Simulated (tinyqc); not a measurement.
Perpendicular magnetic tunnel junction: magnetoresistance, thermal stability and spin-torque switching: one step of the calculation.

A circular free layer treated as one macrospin with its easy axis out of plane. mu0 = 1.25663706212e-6 H/m, gyromagnetic ratio q/m0 (g = 2). Magnetic parameters are taken as given at T.

Task. Retention of the array. A bit flips thermally at the rate exp(-Delta)/t0; the chance that any of N bits flips in ten years (3.15576e8 s) is 1 - exp[-N (time/t0) exp(-Delta)]. The Delta needed for a chance of 1e-4 follows by inversion.

Parameters, values chosen for the exercise:
```
symbol   value  unit       meaning
t0           1    ns  attempt time
N       1.34e8                bits
```

Delta = 81.697070

Wanted: mean life of one bit; expected flips in ten years; Delta needed.

Result.

mean life of one bit = 9.5826e18 years
expected flips in ten years = 1.3984e-10
Delta needed = 68.217

Delta exceeds the need by 13.5.

Numbers from tinyqc (`OMP_NUM_THREADS=1 python tinyqc.py 2450135 2450136 out.jsonl`; about 0.01 s on one thread of a shared Intel Xeon 2.30GHz).
